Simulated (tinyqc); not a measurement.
Bond-orbital model of a tetrahedral semiconductor (Harrison's universal couplings), step by step. Values are carried at full precision from step to step, so a last printed digit may differ when a step is redone from the rounded ones.

Hybrid level eh = (es + 3 ep)/4; metallic energy V1 = (ep - es)/4 for each atom; covalent energy V2 = 3.22 hbar^2/(m d^2); polar energy V3 = (ehc - eha)/2; hbar^2/m = 2c, c = hbar^2/2m0. Polarity ap = V3/sqrt(V2^2 + V3^2), covalency ac = V2/sqrt(V2^2 + V3^2). p-p coupling at Gamma Exx = (4/3)(2.22 - 2 x 0.63) hbar^2/(m d^2) = 1.28 hbar^2/(m d^2), s-s coupling Ess = 4 x 1.32 hbar^2/(m d^2).

Constants: hbar^2/2m0 = 3.80998211 eV angstrom^2.

Inputs chosen for the exercise (near tabulated values for BN; the model gives trends, and its gaps can be far from the real ones; shifted at random, so the results belong to these values and not to a real crystal):
- esc = -13.55 eV (s level, cation)
- epc = -8.39 eV (p level, cation)
- esa = -26.58 eV (s level, anion)
- epa = -13.93 eV (p level, anion)
- d = 1.56 angstrom (bond length)
- Z = 5 (valence electrons of the anion)

## The three energies

Form the hybrid levels, V1, V2 and V3.

hbar^2/(m d^2) = 3.1311 eV

hybrid levels (eV): cation -9.6800, anion -17.0925

V1 (eV): cation 1.2900, anion 3.1625

V2, V3 (eV): 10.0823  3.7062

## Bond and antibond

The 2 x 2 problem [[ehc, -V2], [-V2, eha]] gives (ehc + eha)/2 -/+ sqrt(V2^2 + V3^2); ap = V3/sqrt(V2^2 + V3^2), ac = V2/sqrt(V2^2 + V3^2); the bond has weight (1 + ap)/2 on the anion.

levels (eV): bond -24.1282, antibond -2.6443

ap = 0.3450
ac = 0.9386
weight on the anion = 0.6725

## Charges

With dZ = Z - 4: effective charge Z* = 4 ap - dZ (positive on the cation); transverse charge eT* = Z* + (8/3) ap ac^2.

Z* = 0.380 e
eT* = 1.191 e

Charge that flows along the bonds as they stretch adds 0.81 e to the static value.

## Metallicity and a gap from the bond picture

Neighbouring bonds couple through V1: averaged V1b = V1c (1 - ap)/2 + V1a (1 + ap)/2 for the bond band and V1x = V1c (1 + ap)/2 + V1a (1 - ap)/2 for the antibond band. The top of the bond band lies V1b above the bond level and the bottom of the antibond band 3 V1x below the antibond level, so the gap is 2 sqrt(V2^2 + V3^2) - V1b - 3 V1x; metallicity am = (V1b + 3 V1x)/(2 sqrt(V2^2 + V3^2)).

V1b, V1x (eV): 2.5493  1.9032

gap = 13.225 eV
am = 0.384

The gap closes where am reaches one. The model gives trends; its gap can miss the real one by a factor of two to five, most in ratio for narrow gaps and most in eV for first-row compounds.

## Band edges at Gamma

Ev is the lower root of [[epa, Exx], [Exx, epc]] and the s-like conduction level the upper root of [[esa, Ess], [Ess, esc]], with Exx = 1.28 u and Ess = 5.28 u, u = hbar^2/(m d^2).

Exx, Ess (eV): 4.0079  16.5325

Ev = -16.032 eV
s-like conduction level = -2.295 eV
E0 gap = 13.737 eV

Universal couplings give the trend of E0 from compound to compound, not its value; it can miss by several eV and by a factor of two or more, and spin-orbit coupling is left out.

## Checks

- Bond level from the formula against the 2 x 2 matrix: both -24.1282.

(tinyqc, `OMP_NUM_THREADS=1 python tinyqc.py 1481322 1481323 out.jsonl`, Intel(R) Xeon(R) Processor @ 2.30GHz, 1 thread, shared host, about 0.01 s.)
